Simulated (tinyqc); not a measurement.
Charge neutrality level from zone-averaged pseudopotential bands: one step. The neutrality level. Three cases, with inputs chosen for the exercise.

Question. Energies are counted from the valence top at Gamma. E_N = (1/2) weighted mean of [E5 + (E3 + E4)/2]. Compare with half the smallest indirect gap, min(Delta/X, L)/2, and give the barrier for electrons in the limit of full pinning, min(gaps) - E_N.

Case 1.

Levels (eV):
```
kx              ky        kz  weight         E3         E4        E5        E6
0.166667  0.166667  0.166667       2  -0.452235  -0.452235  2.862918  4.098130
0.500000  0.166667  0.166667       6  -2.098563  -1.846049  2.341724  4.564172
0.500000  0.500000  0.166667       6  -3.240328  -1.373774  2.888757  4.593914
0.500000  0.500000  0.500000       1  -1.291412  -1.291412  1.827665  3.963077
0.833333  0.166667  0.166667       6  -3.853474  -2.721185  1.290395  3.050533
0.833333  0.500000  0.166667       6  -4.251561  -2.924435  3.707315  4.103260
```

gaps to Gamma, Delta/X, L (eV): 3.389629  0.773710  1.827665

Case 2.

Levels (eV):
```
kx              ky        kz  weight         E3         E4        E5        E6
0.166667  0.166667  0.166667       2  -0.374280  -0.374280  1.883400  4.056094
0.500000  0.166667  0.166667       6  -1.868719  -1.534447  2.257619  4.066289
0.500000  0.500000  0.166667       6  -2.834837  -1.163104  2.433698  4.319322
0.500000  0.500000  0.500000       1  -1.097646  -1.097646  0.908441  4.173023
0.833333  0.166667  0.166667       6  -3.225412  -2.292435  1.450792  3.046208
0.833333  0.500000  0.166667       6  -3.608063  -2.424435  3.658015  3.811486
```

gaps to Gamma, Delta/X, L (eV): 1.211068  0.972632  0.908441

Case 3.

Levels (eV):
```
kx              ky        kz  weight         E3         E4        E5        E6
0.125000  0.125000  0.125000       2  -0.124290  -0.124290  1.621819  4.511951
0.375000  0.125000  0.125000       6  -0.701931  -0.688969  2.732602  3.889343
0.375000  0.375000  0.125000       6  -1.359879  -0.422725  2.608667  4.832968
0.375000  0.375000  0.375000       2  -0.623281  -0.623281  1.573772  5.003750
0.625000  0.125000  0.125000       6  -1.572395  -1.294870  2.662990  3.764403
0.625000  0.375000  0.125000      12  -2.063534  -1.091290  3.374367  4.424925
0.625000  0.375000  0.375000       6  -1.455414  -0.902811  2.371365  4.615894
0.625000  0.625000  0.125000       6  -2.520228  -1.099560  2.884819  5.416214
0.875000  0.125000  0.125000       6  -2.080735  -1.638371  2.256789  3.175728
0.875000  0.375000  0.125000      12  -2.520035  -1.730242  3.349987  5.029003
```

gaps to Gamma, Delta/X, L (eV): 0.378582  1.955228  1.456712

Give: mean of E5; mean of (E3 + E4)/2; E_N; half the indirect gap; pinned barrier for electrons.

Answer.

Case 1.

mean of E5 = 2.5527 eV
mean of (E3 + E4)/2 = -2.5601 eV
E_N = -0.0037 eV
half the indirect gap = 0.3869 eV
pinned barrier for electrons = 0.7774 eV

E_N lies below the valence top by 0.004 eV. The two estimates differ by 0.39 eV; both rules are good to a few tenths of an eV only, so a position within that distance of a band edge or of mid-gap is not settled. Local form factors place the indirect gaps only to a few tenths of an eV, and E_N moves with them. Spin-orbit coupling, left out, would lift the valence top by a third of its splitting.

Case 2.

mean of E5 = 2.3510 eV
mean of (E3 + E4)/2 = -2.1741 eV
E_N = 0.0884 eV
half the indirect gap = 0.4542 eV
pinned barrier for electrons = 0.8200 eV

E_N lies at 10 % of the gap from the valence top, so pinned contacts have the lower barrier for holes. The two estimates differ by 0.37 eV; both rules are good to a few tenths of an eV only, so a position within that distance of a band edge or of mid-gap is not settled. Local form factors place the indirect gaps only to a few tenths of an eV, and E_N moves with them. Spin-orbit coupling, left out, would lift the valence top by a third of its splitting.

Case 3.

mean of E5 = 2.8154 eV
mean of (E3 + E4)/2 = -1.4553 eV
E_N = 0.6801 eV
half the indirect gap = 0.7284 eV
pinned barrier for electrons = -0.3015 eV

E_N lies above the conduction edge by 0.301 eV, since the narrow lowest valley has little weight in the zone mean; surfaces then accumulate electrons. The two estimates differ by 0.05 eV; both rules are good to a few tenths of an eV only, so a position within that distance of a band edge or of mid-gap is not settled. Local form factors place the indirect gaps only to a few tenths of an eV, and E_N moves with them. Spin-orbit coupling, left out, would lift the valence top by a third of its splitting.

Computed by tinyqc, one run a case: `OMP_NUM_THREADS=1 python tinyqc.py N N+1 out.jsonl` with N = 1850932, 1850944, 1850959; one thread of a shared Intel(R) Xeon(R) Processor @ 2.30GHz, about 0.09 s a run at most.
